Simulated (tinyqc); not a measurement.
Donors with valley-orbit split 1s states, step by step. Values are carried at full precision from step to step, so a last printed digit may differ when a step is redone from the rounded ones.

Each donor binds at most one electron, in any of its states. For a site s, W_s = sum over its states of g exp(E/kT), and the ionised share is 1/(1 + W_s exp(eta)), eta = (EF - Ec)/kT; n = Nc F_1/2(eta); neutrality n + NA = ND x (mean ionised share); holes are neglected. Nc from N = 2 (m kB T/(4 pi c))^(3/2) with c = hbar^2/2m0, in 1/angstrom^3; times 1e24 for 1/cm^3, m = md. F_j(eta) = (1/Gamma(j + 1)) integral_0^infinity x^j dx/(1 + exp(x - eta)), which tends to exp(eta) for eta << 0.

Constants: hbar^2/2m0 = 3.80998211 eV angstrom^2; kB = 8.617333262e-05 eV/K.

Parameters, chosen for this exercise (near those of P in Si; the results hold for these values, not for the real material): md = 1.077 m0 (density-of-states mass of the conduction band); E = (44.4, 32.2, 31.9) meV (binding energies of 1s(A1), 1s(T2), 1s(E)); g = (2, 6, 4) (their degeneracies with spin); T = 250 K; ND = 2e+15 1/cm^3 (donors); NA = 0 1/cm^3 (compensating acceptors, all ionised); mu0 = 64 cm^2/(V s) (mobility at heavy doping); mu1 = 1339 cm^2/(V s) (mobility at light doping and 300 K); Nr = 9.3e+16 1/cm^3 (reference doping); de = 0.72 (doping exponent); ga = 2.3 (temperature exponent).

## Partition sums of the neutral donor

Give each term g exp(E/kT), W_s, and the effective degeneracy W_s exp(-E_ground/kT).

Nc = 2.1337e+19 1/cm^3

terms: 1s(A1) 15.71, 1s(T2) 26.75, 1s(E) 17.58

W_s: donor 60.039

effective degeneracy: donor 7.645

The ground state alone would give 2 and all states together 12; here the excited states hold 74 % of the bound electrons.

## Neutrality

Solve for eta.

eta = -9.281
n = 1.99e+15 1/cm^3

ionised share: donor 0.994

n is 0.994 of ND - NA.

## Mobility and resistivity

Mobility (Caughey-Thomas form): mu = mu0 + (mu1 (T/300)^(-ga) - mu0)/(1 + ((ND + NA)/Nr)^de); rho = 1/(e n mu), e = 1.602176634e-19 C.

Compare with full ionisation, n = ND - NA.

mu = 1919.6 cm^2/(V s)
rho = 1.63 ohm cm
rho at full ionisation = 1.63 ohm cm

Incomplete ionisation raises rho by a factor 1.01.

## Checks

- n at ND = 1e13 1/cm^3 against the root of n^2 = (Nc/W)(ND - n) (1/cm^3): both 1.000e+13.

Run: tinyqc, `OMP_NUM_THREADS=1 python tinyqc.py 1682520 1682521 out.jsonl`; Intel(R) Xeon(R) Processor @ 2.30GHz, one thread, shared host; about 0.01 s of CPU time with all checks.
